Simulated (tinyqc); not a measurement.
Precursor delivery by bubblers, mass-transport growth and the solid composition of a III-V alloy: one step, computed by the program tinyqc.

1 sccm = 44.615 micromol/min; 1 torr = 133.322 Pa. The sources decompose fully at the surface.

Question. Partial pressures in the reactor. p_i = p n_i/(44615 F_t), F_t in slm; p_V = p F_V/(1000 F_t), counted per molecule supplied; V/III = 44.615 F_V/(n1 + n2); vapour fraction of source 2 = n2/(n1 + n2).

Inputs (values chosen for the exercise, modelled on triethylgallium (source 1) and trimethylindium (source 2) for the vapour pressures): bath temperature T1 = 283 K; bath temperature T2 = 295 K; total flow F_t = 26 slm; group-V flow F_V = 69 sccm; reactor pressure p = 200 torr.

molar flow 1 = 2.523604 micromol/min

molar flow 2 = 6.430846 micromol/min

Give: p_1; p_2; p_V; V/III ratio; vapour fraction of source 2.

Answer.

p_1 = 4.351e-04 torr

p_2 = 0.001109 torr

p_V = 0.5308 torr

V/III ratio = 343.8

vapour fraction of source 2 = 0.7182
